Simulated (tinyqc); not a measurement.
Worked calculation: CIS on RHF in the sto-3g basis, for H4, spin multiplicity 1. One step of it, computed by the program tinyqc.

Question. CIS matrix, triplets. A(ia,jb) = (e_a - e_i) d_ij d_ab - (ij|ab).

orbital energies (hartree): MO1 -0.553791, MO2 -0.461692, MO3 0.390974, MO4 0.656275

Two-electron integrals over orbitals (pq|rs), unique and non-zero (hartree):
```
(11|11) 0.431927    (21|21) 0.205327    (22|11) 0.425440    (22|22) 0.432982
(31|11) -0.038804   (31|22) -0.002819   (31|31) 0.105258    (32|21) 0.059625
(32|32) 0.099737    (33|11) 0.422103    (33|22) 0.423206    (33|31) -0.009823
(33|33) 0.439092    (41|21) 0.016054    (41|32) -0.080815   (41|41) 0.090112
(42|11) 0.047892    (42|22) 0.015460    (42|31) -0.103870   (42|33) 0.012805
(42|42) 0.108362    (43|21) -0.199077   (43|32) -0.061425   (43|41) -0.013740
(43|43) 0.211766    (44|11) 0.447804    (44|22) 0.441539    (44|31) -0.042941
(44|33) 0.452645    (44|42) 0.052268    (44|44) 0.486259
```

Give: CIS matrix A, triplet.

Answer.

CIS matrix A, triplet (hartree), lower triangle:
```
        1>3     1>4     2>3     2>4
1>3  0.5227
1>4  0.0000  0.7623
2>3  0.0000  0.1991  0.4295
2>4  0.1991  0.0000  0.0000  0.6764
```
